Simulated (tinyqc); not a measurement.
What each parameter does: Shockley state of an s-p chain by decimation.

Each site has s at -d/2 and p at +d/2: H0 = diag(-d/2, d/2). The block to the next site on the right is H1 = [[-ts, u], [-u, tp]] (rows s, p of site n; columns s, p of site n + 1). Bulk: H(k) = [[-d/2 - 2 ts cos k, 2i u sin k], [-2i u sin k, d/2 + 2 tp cos k]]. The bands are inverted at k = pi if d < 2 (ts + tp).

Decimation (Sancho-Rubio) at z = E + i eta: start with es = e = H0, A = H1, B = H1^T. Each round forms g = (z - e)^-1 and sets es += A g B, e += A g B + B g A, A = A g A, B = B g B, doubling the length covered. Stop when all |A| < 1e-10. Surface G = (z - es)^-1, bulk G = (z - e)^-1; densities -Im tr G/pi.

Parameters, chosen for this exercise:

| symbol | value | unit | meaning |
|---|---|---|---|
| d | 6.96 | eV | Ep - Es |
| ts | 1.19 | eV | s-s hopping |
| tp | 1.72 | eV | p-p hopping |
| u | 0.6 | eV | s-p hopping |
| E | -0.28 | eV | energy |
| eta | 0.01 | eV | broadening |

Gap edges from 201 k points between 0 and pi, and the surface density at E by decimation.

Results for these values:

| case | top of lower band (eV) | bottom of upper band (eV) | surface density (1/eV) |
|---|---|---|---|
| base | -1.1000 | 0.0400 | 0.0013 |

What happens to each result for ts = 1.309 eV, all else kept?

Answer: top of lower band rises from -1.1000 to -0.8620; bottom of upper band does not change at the printed digits; surface density rises from 0.0013 to 0.0015.

The same for each parameter in turn:

| case | top of lower band (eV) | bottom of upper band (eV) | surface density (1/eV) |
|---|---|---|---|
| base | -1.1000 | 0.0400 | 0.0013 |
| d = 7.656 eV | -1.4480 | 0.3880 | 0.0008 |
| ts = 1.309 eV | -0.8620 | 0.0400 | 0.0015 |
| tp = 1.892 eV | -1.1000 | -0.3040 | 0.0249 |
| u = 0.66 eV | -1.1000 | 0.0400 | 0.0013 |
| eta = 0.02 eV | -1.1000 | 0.0400 | 0.0027 |

The base chain is not inverted, so no surface state lies in the gap; E lies in the gap.

Run: tinyqc, `OMP_NUM_THREADS=1 python tinyqc.py 1481456 1481457 out.jsonl`; Intel(R) Xeon(R) Processor @ 2.30GHz, one thread, shared host; about 0.2 s of CPU time with all checks.
